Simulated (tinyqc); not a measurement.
Number of periods: periodic multilayer mirror for extreme ultraviolet light.

s polarisation, vacuum above. q_j = sqrt(N_j^2 - sin^2 theta); interface r_jk = (q_j - q_k)/(q_j + q_k) exp(-2 (2 pi/lam)^2 q_j q_k sg^2) (Nevot-Croce; sg = 0 if not given); phase factor of a layer x_j = exp(4 pi i q_j d_j/lam). Each period has the spacer (thickness (1 - Gm) L) on top of the absorber (Gm L). In this recursion R is the amplitude; R in tables and results is the reflectance, its squared modulus. The substrate is of the spacer material. Starting with R = 0 in it, each interface upward gives R -> (r + R x)/(1 + r R x), x that of the layer below the interface (1 for the substrate).

Inputs chosen for the exercise (optical constants near those of Mo and Si at 13.5 nm; the results hold for these values, not for the real material): lam = 13.5 nm (wavelength); dA = (0.0759, 0.0063) (delta and beta of the absorber, N = 1 - delta + i beta); dS = (0.0012, 0.00187) (delta and beta of the spacer and the substrate); L = 6.94 nm (period); Gm = 0.44 (absorber share of the period); theta = 6 degrees (angle from the normal); sg = 0.4 nm (interface roughness).

The last column sets both beta to zero.

Reflectance:
```
periods      R  R without absorption
5        0.102                 0.115
10       0.296                 0.363
15       0.461                 0.596
20       0.570                 0.761
30       0.670                 0.923
40       0.700                 0.976
50       0.709                 0.993
60       0.712                 0.998
80       0.712                 1.000
100      0.713                 1.000
```

How do the results move, and what explains it?

R reaches 0.700 at 40 periods and 0.713 at 100; it stays within 0.01 of the last value from 50 periods on. Without absorption the last value is 1.000: absorption, not the count of layers, caps the mirror, and the roughness, which weakens each reflection, lowers that cap further.

Run: tinyqc, `OMP_NUM_THREADS=1 python tinyqc.py 1681147 1681148 out.jsonl`; Intel(R) Xeon(R) Processor @ 2.30GHz, one thread, shared host; about 0.01 s of CPU time with all checks.
